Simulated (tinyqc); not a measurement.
Size effects in the resistivity of thin metal films and interconnect lines: one step, computed by the program tinyqc. Command: `OMP_NUM_THREADS=1 python tinyqc.py 3001672 3001673 out.jsonl size walk`. One thread of a shared host (Intel(R) Xeon(R) Processor @ 2.30GHz), about 0.01 s of CPU time with the checks.

Electrons lose their drift at surfaces (a share 1 - p of the hits) and at grain boundaries (reflection R), besides bulk scattering. The line sits in a trench with a non-conducting liner on both walls and the bottom; the spacing equals the drawn width.

Problem. Resistance and delay. Total: rho = rho_b [1 + surface excess + grain excess]; resistance per length rho/(w_m h_m); capacitance per length C = 2 k eps_0 (aspect ratio + 1/2), a parallel-plate estimate for two neighbours plus a fixed term for the planes above and below; delay 0.38 R C L^2; effective resistivity per drawn area.

Inputs (values chosen for the exercise, modelled on aluminium): bulk resistivity rho_b = 2.55 microohm cm; aspect ratio (height over width) = 2.1; line length = 270 micrometre; permittivity of the dielectric k = 3.5.

Geometry: line.

rho/rho_b from surfaces = 1.274209

rho/rho_b from grains = 2.307034

metal width w_m = 45 nm

metal height h_m = 99.3 nm

share of the trench filled by metal = 92.35491 %

Constants: eps_0 = 8.8541878128e-12 F/m.

Give: resistivity rho; resistance per length; capacitance per length; RC delay; effective resistivity per drawn area.

Solution.

resistivity rho = 6.582 microohm cm

resistance per length = 14.73 ohm/micrometre

capacitance per length = 0.1611 fF/micrometre

RC delay = 65.76 ps

effective resistivity per drawn area = 7.127 microohm cm

Of the factor 2.79 over bulk, scattering gives 2.58 and the liner 1.08; within scattering, grain boundaries outweigh surfaces (1.31 against 0.27, grains first).
